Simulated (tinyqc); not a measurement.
Worked calculation: ballistic transport through the one-dimensional subbands of a rectangular nanowire or nanosheet channel. Computed by tinyqc, a small Python program that keeps every step. Command: `OMP_NUM_THREADS=1 python tinyqc.py 3031921 3031922 out.jsonl wire walk`. One thread of a shared host (Intel(R) Xeon(R) Processor @ 2.30GHz), about 0.03 s of CPU time with the checks. Intermediate numbers are printed to about 6 digits and carried at full precision; extremes and crossings named in words are read from the listed rows.

Hard walls, parabolic subbands, transport along x. Energies are counted from the bulk conduction band edge at the top of the barrier, which the gate pulls down by U; the source Fermi level lies at the bulk edge when U = 0.

Inputs (values chosen for the exercise, modelled on silicon): light mass m_t = 0.2 m_0; heavy mass m_l = 0.925 m_0; height a = 3.7 nm; width b = 6 nm; equivalent oxide thickness t = 1.1 nm; gate voltage above flat band V_G = 0.77 V; drain voltage V_D = 0.01 V; temperature T = 150 K; mean free path for back-scattering lambda = 61 nm; channel length L = 31 nm.

Valleys: silicon [100] wire.

Constants: hbar^2/(2 m_0) = 3.80998212 eV angstrom^2; k_B = 8.617333262e-05 eV/K; m_0 = 9.1093837015e-31 kg; k_B = 1.380649e-23 J/K; hbar = 1.054571817e-34 J s; eps_0 = 8.8541878128e-12 F/m; e = 1.602176634e-19 C; h = 6.62607015e-34 J s.

## Subbands

E_pq = (hbar^2 pi^2/2)(p^2/(m_y b^2) + q^2/(m_z a^2)); valley pairs: (m_x, m_y, m_z) = (m_t, m_t, m_l), (m_t, m_l, m_t), (m_l, m_t, m_t), each with degeneracy g = 2; the 10 lowest subbands are kept.

Subbands:
```
valley axis  p  q  E (meV)  m_x (m_0)
z            1  1   81.921      0.200
y            1  1  148.630      0.200
z            1  2  171.005      0.200
y            2  1  182.506      0.200
x            1  1  189.564      0.925
z            2  1  238.600      0.200
y            3  1  238.967      0.200
y            4  1  318.013      0.200
z            1  3  319.478      0.200
z            2  2  327.684      0.200
```

The second subband lies 66.7 meV, or 5.16 k_B T, above the first; the lowest belongs to the valleys with the heavy mass across the height.

## Self-consistent barrier

F_j(eta) = (1/Gamma(j + 1)) int_0^infinity x^j/(1 + exp(x - eta)) dx, F_0 = ln(1 + exp(eta)). Integrals over x = E/(k_B T) use 160 Gauss-Legendre points in u = sqrt(x) from 0 to sqrt(max(eta, 0) + 32). With degeneracy g = 2, eta_i = (U - E_i)/(k_B T) and u = e V_D/(k_B T): line density n = sum_i g sqrt(2 m_x k_B T/pi)/(2 hbar) [F_-1/2(eta_i) + F_-1/2(eta_i - u)]; gate: e n = C_ox (V_G - U/e), C_ox = 3.9 eps_0 2 (a + b)/t (flat-plate estimate); I = (2 e k_B T/h) sum_i g [F_0(eta_i) - F_0(eta_i - u)].

C_ox = 609.007 aF/micrometre

U = 188.421 meV

Occupation:
```
subband     eta_i   n_i (1/nm)  I_i (microampere)
1          8.2392  9.22263e-01        1.54900e+00
2          3.0784  5.10057e-01        1.44925e+00
3          1.3474  2.97050e-01        1.11731e+00
4          0.4576  1.88230e-01        8.01866e-01
5         -0.0884  2.84407e-01        5.96181e-01
6         -3.8821  4.37317e-03        2.19060e-02
7         -3.9105  4.25214e-03        2.13015e-02
8        -10.0257  9.50274e-06        4.77414e-05
9        -10.1390  8.48445e-06        4.26256e-05
10       -10.7739  4.49688e-06        2.25922e-05
```

line density n = 2.21065 1/nm

ballistic current I = 5.55693 microampere

mean velocity I/(e n) = 0.156893 1e7 cm/s

4 of the subbands lie below the source Fermi level; the lowest carries 28 % of the current with 42 % of the charge. The gate spends 24 % of V_G on moving the bands.

## Conductance, capacitance and scattering

Linear conductance G = (2 e^2/h) sum_i g f(eta_i), g = 2, f = 1/(1 + exp(-eta_i)), with the barrier frozen at the eta_i above; current per perimeter I/(2(a + b)); with scattering, transmission lambda/(lambda + L) and low-bias resistance (1 + L/lambda)/G.

open modes sum g f = 7.75939

ballistic conductance = 601.205 microsiemens

current per perimeter = 286.440 microampere/micrometre

transmission = 0.663043

low-bias resistance with scattering = 2.50862 kiloohm

Even without scattering the wire has h/(2 e^2 M) = 1.66 kiloohm, which sits in the contacts.

## Gate sweep

Open modes are sum_i g/(1 + exp(-eta_i)). The last column is e dn/dV_G over C_ox, taken up to the next row.

Against the gate voltage:
```
V_G (V)   U (meV)     n (1/nm)  I (microampere)   open modes     C_g/C_ox
-0.22    -220.000  1.55307e-11      7.80048e-11  1.44591e-10  9.35281e-08
-0.12    -120.000  3.55667e-08      1.78638e-07  3.31127e-07  9.47024e-04
0.0019      1.785  4.38846e-04      2.20351e-03  4.08226e-03  3.47468e-01
0.13       85.374  1.69629e-01      7.39478e-01  1.15205e+00  7.26801e-01
0.23      112.694  4.45895e-01      1.44439e+00  1.98366e+00  7.64926e-01
0.36      143.253  8.23881e-01      2.20912e+00  3.13512e+00  8.51476e-01
0.5       164.047  1.27700e+00      3.42001e+00  4.91114e+00  9.01505e-01
0.66      179.806  1.82528e+00      4.75504e+00  6.73913e+00  9.24027e-01
0.83      192.721  2.42238e+00      5.94533e+00  8.22936e+00  9.32595e-01
1         204.180  3.02501e+00      6.85787e+00  9.28535e+00            -
```

Between the first two rows the current rises one decade per 30 mV, against the limit ln(10) k_B T/e = 30 mV. Above threshold C_g/C_ox lies between 0.73 and 0.93: the quantum capacitance in series costs a visible part.

Checks made by the program: density of the lowest subband against a direct sum over k (relative difference 1e-09).
